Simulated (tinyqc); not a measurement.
Rise against time: self-heating of a transistor with one or more fingers, with temperature-dependent conductivity. Computed by tinyqc, a small Python program. Command: `OMP_NUM_THREADS=1 python tinyqc.py 3014524 3014525 out.jsonl selfheat walk`. One thread of a shared host (Intel(R) Xeon(R) Processor @ 2.30GHz), about 0.07 s of CPU time with the checks.

N long parallel fingers lie on the top face of a slab whose bottom is held at T_0; the top is otherwise insulated, and heat flows in two dimensions. P in W/mm is 1000 P in W/m.

Inputs (values chosen for the exercise, modelled on gallium arsenide):
```
quantity                                      value           unit
conductivity at the base temperature kappa_0   45.2        W/(m K)
power per gate width P                         0.32           W/mm
fingers N                                         4              -
finger pitch s                                  9.1     micrometre
width of the heat source w                     0.42     micrometre
substrate thickness t                           200     micrometre
heat capacity C                                1.76  1e6 J/(m^3 K)
pulse length                                    120    microsecond
```

Power: power rises with temperature.

Method:
- A line source of power P on the top face raises the top at distance x by (P/(pi kappa_0)) g(x), g(x) = -ln tanh(pi x/(4 t)) (the image sum for the slab). On a strip of width w the centre sees the mean of g over the strip, g_0 = 1 + ln(8 t/(pi w)) for w much below t.
- theta_i = (P/(pi kappa_0)) [g_0 + sum over j != i of g(|i - j| s)], with equal powers and constant conductivity; thermal resistance = largest theta/P.
- After switching on, theta(tau) = (P D/kappa_0) int_0^tau X(u) Z(u) du at the hottest finger, D = kappa_0/C; X = sum over fingers at distance x of [erf((x + w/2)/r) - erf((x - w/2)/r)]/(2 w), Z = sum_(j=-200..200) (-1)^j exp(-(2 j t/r)^2)/sqrt(pi D u), r = 2 sqrt(D u); trapezoid rule on 300 points evenly spaced in ln u from u_0 = 1e-3 min(tau, w^2/D) to tau, plus the exact piece 2 sqrt(u_0/(pi D))/w below u_0. Conductivity and power are held at their base values here, and Fourier's law is used even where the diffusion length is near a phonon free path.

diffusivity D = 25.6818 micrometre^2/microsecond

theta of each finger (K): 36.7539  39.2220  39.2220  36.7539

largest theta = 39.2220 K

Heating curve:
```
time (microsecond)  sqrt(D time) (micrometre)  rise (K)  share of the steady rise
0.0016                                0.20271    3.1824                   0.08114
0.016                                 0.64102      5.69                    0.1451
0.16                                   2.0271     8.278                    0.2111
1.6                                    6.4102    12.175                    0.3104
16                                     20.271     20.38                    0.5196
78                                     44.757     27.26                     0.695
310                                    89.226    33.418                     0.852
930                                    154.54    37.671                    0.9605
2300                                   243.04    39.097                    0.9968
```

Half the steady rise is reached between 1.6 and 16 microseconds, and the last row holds 99.7 % of it; the slowest time constant is 4 t^2/(pi^2 D) = 631 microseconds. While the diffusion length lies between w and the pitch or thickness, the rise grows as the logarithm of time; once it nears the pitch of 9.1 micrometre the neighbours add their heat.

Extremes, crossings and ranges named in words are read from the listed rows.
